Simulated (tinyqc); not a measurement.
Inside a calculation. Model: thermal RC ladder, step response.

tinyqc, about 0.01 s, one thread, Intel Xeon 2.30GHz (shared host): `OMP_NUM_THREADS=1 python tinyqc.py 2520046 2520047 out.jsonl` Printed values are rounded.

A ladder of 2 nodes: R_i joins node i to node i + 1, the last R to the ambient; C_i is the heat capacity of node i; theta is the rise above ambient, zero at t = 0. d theta/dt = -A theta + b with b = (Pw/C_1, 0, ...), times in ms.

Parameters, values chosen for the exercise:
```
symbol,value,unit,meaning
R,"[0.13, 0.98]",K/W,"resistances, junction to ambient"
C,"[0.35, 1.8]",mJ/K,heat capacities of the nodes
Pw,55,W,power at node 1 from t = 0
dt,0.11,ms,time step
```

## The rate matrix

A = C^(-1) K, K_ii = 1/R_(i-1) + 1/R_i (no first term for node 1), K_(i,i+1) = K_(i+1,i) = -1/R_i.

A (1/ms):
```
         node 1    node 2
node 1  21.9780  -21.9780
node 2  -4.2735    4.8404
```

## Time constants and Foster resistances

A = C^(-1) K, K_ii = 1/R_(i-1) + 1/R_i (no first term for node 1), K_(i,i+1) = K_(i+1,i) = -1/R_i. The time constants tau_k are the inverse eigenvalues of A; the rise of node 1 per watt is Z(t) = sum_k r_k (1 - exp(-t/tau_k)), with r_k = v_k1^2 tau_k/C_1 and v_k the unit eigenvectors of C^(-1/2) K C^(-1/2).

tau_k, rising (ms): 0.0379571  2.11454
r_k (K/W): 0.0901420  1.01986

The r_k add up to the sum of the R_i, 1.110 K/W; the slowest constant is 55.7 times the fastest.

## Step 1: one time step

theta at t = 0 (K): node 1 0.00000, node 2 0.00000

Explicit Euler: theta(new) = theta + dt (b - A theta).

theta after step 1 (K): node 1 17.2857, node 2 0.0000

## Step 2: one time step

As before.

theta after step 2 (K): node 1 -7.21821, node 2 8.12576

## Step 3: one time step

As before.

theta after step 3 (K): node 1 47.1628, node 2 0.4061

## Course of the time stepping

Sixteen steps, against the exact rise Pw Z(t); the run counts as sound if the error in the last step is under 5 % of the exact rise. The time constants tau_k are the inverse eigenvalues of A; the rise of node 1 per watt is Z(t) = sum_k r_k (1 - exp(-t/tau_k)), with r_k = v_k1^2 tau_k/C_1 and v_k the unit eigenvectors of C^(-1/2) K C^(-1/2).

Course of the iteration:
```
step  t (ms)  theta_1 (K)  exact (K)  error (K)
1       0.11      17.2857    7.52783       9.76
2       0.22     -7.21821    10.4853      -17.7
3       0.33      47.1628    13.0620       34.1
4       0.44     -48.5898    15.4953      -64.1
5       0.55      140.224    17.8045        122
6       0.66     -211.439    19.9967       -231
7       0.77      462.377    22.0777        440
8       0.88     -810.502    24.0532       -835
9       0.99      1611.14    25.9286       1590
10       1.1     -2979.73    27.7089      -3010
11      1.21      5738.91    29.3990       5710
12      1.32     -10804.3    31.0034    -1.08e4
13      1.43      20599.4    32.5265     2.06e4
14      1.54     -39000.5    33.9724    -3.90e4
15      1.65      74124.5    35.3450     7.41e4
16      1.76   -1.40583e5    36.6480    -1.41e5
```

The error alternates in sign and grows by a factor of about 1.90 a step. The step is 2.90 times the fastest time constant, 0.0380 ms, and explicit Euler multiplies that mode by 1 - dt/tau = -1.90; it is stable only for dt < 2 tau. A rerun with dt = 0.04 ms ends 0.53 % above the exact rise at t = 1.76 ms.
